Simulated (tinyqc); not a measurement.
Channel length: inversion-layer mobility, back-scattering and ballistic limit of a field-effect transistor. Computed by tinyqc, a small Python program. Command: `OMP_NUM_THREADS=1 python tinyqc.py 3001346 3001347 out.jsonl mos walk`. One thread of a shared host (Intel(R) Xeon(R) Processor @ 2.30GHz), about 0.01 s of CPU time with the checks.

The charge at the top of the source barrier is fixed by the gate; series resistance and short-channel effects are left out. F_j are Fermi integrals normalised to exp(eta) in the classical limit.

Inputs (values chosen for the exercise, modelled on a silicon p-channel):

| quantity | value | unit |
|---|---|---|
| transport mass m | 0.31 | m_0 |
| valley degeneracy g_v | 1 | - |
| weight w of the inversion charge | 0.333 | - |
| permittivity eps | 11.7 | - |
| phonon mobility at 1 MV/cm and 300 K, mu_ph | 100 | cm^2/(V s) |
| roughness mobility at 1 MV/cm, mu_sr | 150 | cm^2/(V s) |
| Coulomb mobility at N_inv = 1e12/cm^2, mu_C | 260 | cm^2/(V s) |
| electrical oxide thickness t_inv | 3.5 | nm |
| depletion charge N_dep | 4.7e+12 | 1/cm^2 |
| gate overdrive V_G - V_T | 0.2 | V |
| drain voltage V_D | 1.1 | V |
| exponent a of the critical length | 0.73 | - |
| temperature T | 300 | K |

Statistics at the top of the barrier: non-degenerate.

Constants: eps_0 = 8.8541878128e-12 F/m; e = 1.602176634e-19 C; m_0 = 9.1093837015e-31 kg; k_B = 1.380649e-23 J/K; hbar = 1.054571817e-34 J s; k_B = 8.617333262e-05 eV/K.

Method:
- N_inv = 3.9 eps_0 (V_G - V_T)/(e t_inv); effective field E_eff = e (N_dep + w N_inv)/(eps eps_0).
- mu_phonon = mu_ph (E_eff/1 MV/cm)^(-0.3) (T/300 K)^(-1.75); mu_rough = mu_sr (E_eff/1 MV/cm)^(-2); mu_Coulomb = mu_C (N_inv/1e12 cm^-2) (T/300 K); Matthiessen's rule adds 1/mu.
- Non-degenerate: every F_j(eta) is replaced by exp(eta).
- Ballistic channel: N_2D = g_v m k_B T/(pi hbar^2), U = e V_D/(k_B T); eta_F solves N_inv = (N_2D/2)[F_0(eta_F) + F_0(eta_F - U)]; v_T = sqrt(2 k_B T/(pi m)); I/W = e (N_2D/2) v_T [F_1/2(eta_F) - F_1/2(eta_F - U)]; injection velocity v_T F_1/2(eta_F)/F_0(eta_F).
- Mean free path lambda = (2 k_B T/e)(mu/v_T) F_0(eta_0)/F_-1/2(eta_0), with eta_0 from N_inv = N_2D F_0(eta_0); critical length l = L (1 + U)^(-a), an empirical rule; back-scattering r = l/(l + lambda). Then eta solves N_inv = (N_2D/2)[(1 + r) F_0(eta) + (1 - r) F_0(eta - U)] and I/W = e (N_2D/2) v_T (1 - r)[F_1/2(eta) - F_1/2(eta - U)].
- The last column is the long-channel law e N_inv mu V/L with V = V_D - V_D^2/(2 V_ov) below pinch-off and V_ov/2 above, V_ov = V_G - V_T.

inversion density N_inv = 1.23159e+12 1/cm^2

effective mobility mu = 60.2212 cm^2/(V s)

ballistic current I/W = 190.674 microampere/micrometre

Currents (microampere/micrometre):

| L (nm) | r | I/W | ballistic ratio | long-channel law |
|---|---|---|---|---|
| 5 | 0.08984 | 159.24 | 0.83513 | 237.66 |
| 10 | 0.16487 | 136.70 | 0.71693 | 118.83 |
| 20 | 0.28307 | 106.54 | 0.55876 | 59.41 |
| 40 | 0.44124 | 73.92 | 0.38770 | 29.71 |
| 80 | 0.61230 | 45.85 | 0.24046 | 14.85 |
| 160 | 0.75954 | 26.06 | 0.13666 | 7.43 |
| 400 | 0.88760 | 11.35 | 0.05955 | 2.97 |
| 1000 | 0.95179 | 4.71 | 0.02470 | 1.19 |

The current scales as L^-0.96 at the long end and as L^-0.22 at the short end, where it reaches 84 % of the ballistic 191. The long-channel law passes the ballistic limit between 5.00 and 10.0 nm and has no meaning below. At 1000 nm the model gives 3.96 times the long-channel law; the rule for l is a fit for short devices and fails wherever the model exceeds that law. Raising mu by 10 % at 20 nm raises I by 4.2 %. Caution: eta_F is above -1, so the non-degenerate formulas understate the injection velocity and the current.

Extremes, crossings and ranges named in words are read from the listed rows.
